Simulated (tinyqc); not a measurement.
What moves the Fermi level: Fermi-Dirac statistics of conduction electrons.

Non-parabolic band E (1 + alpha E) = c k^2/m: n = Nc (2/sqrt(pi)) integral_0^infinity sqrt(x (1 + a x)) (1 + 2 a x) dx/(1 + exp(x - eta)) with a = alpha kT and eta = (EF - Ec)/kT; a = 0 gives n = Nc F_1/2(eta).

Constants: hbar^2/2m0 = 3.80998211 eV angstrom^2; kB = 8.617333262e-05 eV/K.

Values chosen for the exercise (near those of Si, lowest valleys alone; not measured data): m = 1.0526 m0 (density-of-states mass of the conduction band); T = 300 K; n = 1.6e+19 1/cm^3 (electron density); alpha = 0.47 1/eV (non-parabolicity).

N = 2 (m kB T/(4 pi c))^(3/2) with c = hbar^2/2m0, in 1/angstrom^3; times 1e24 for 1/cm^3.

Results for these values:
```
case  parabolic EF - Ec (meV)  non-parabolic EF - Ec (meV)
base                    -8.27                        -9.80
```

What happens to each result for m = 0.9473 m0, all else kept?

Answer: parabolic EF - Ec rises from -8.27 to -3.27; non-parabolic EF - Ec rises from -9.80 to -4.87.

The same for each parameter in turn:
```
case                parabolic EF - Ec (meV)  non-parabolic EF - Ec (meV)
base                                  -8.27                        -9.80
m = 0.9473 m0                         -3.27                        -4.87
T = 350 K                            -17.90                       -19.87
n = 8e+18 1/cm^3                     -28.85                       -30.20
alpha = 0.705 1/eV                    -8.27                       -10.54
```

tinyqc: `OMP_NUM_THREADS=1 python tinyqc.py 1680579 1680580 out.jsonl`; about 0.01 s, one thread, shared Intel(R) Xeon(R) Processor @ 2.30GHz.
